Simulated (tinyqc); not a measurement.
Critical points: density of states of one tight-binding band on the square lattice.

E(k) = -2 t (c1 + c2) - 4 t2 c1 c2 with ci = cos(2 pi ki); k in fractions of the reciprocal vectors, mesh k_i = j/N with j = 0 .. N-1. Densities are per cell and per spin, so the band holds one state.

Values chosen for the exercise: t = 1.8 eV (nearest hopping); t2 = -0.12 eV (second hopping).

The gradient vanishes at these points by symmetry; the signs of the eigenvalues of the second-derivative matrix give the type.

Critical points:
```
point,k,E (eV),positive,negative,type
Gamma,"(0, 0)",-6.7200,2,0,minimum
X,"(0.5, 0)",-0.4800,1,1,saddle
M,"(0.5, 0.5)",7.6800,0,2,maximum
```

What does the comparison show?

Gamma is a minimum at -6.720 eV: g has a step there. X is a saddle at -0.480 eV: g diverges logarithmically there. M is a maximum at 7.680 eV: g has a step there.

(tinyqc, `OMP_NUM_THREADS=1 python tinyqc.py 1651530 1651531 out.jsonl`, Intel(R) Xeon(R) Processor @ 2.30GHz, 1 thread, shared host, about 0.08 s.)
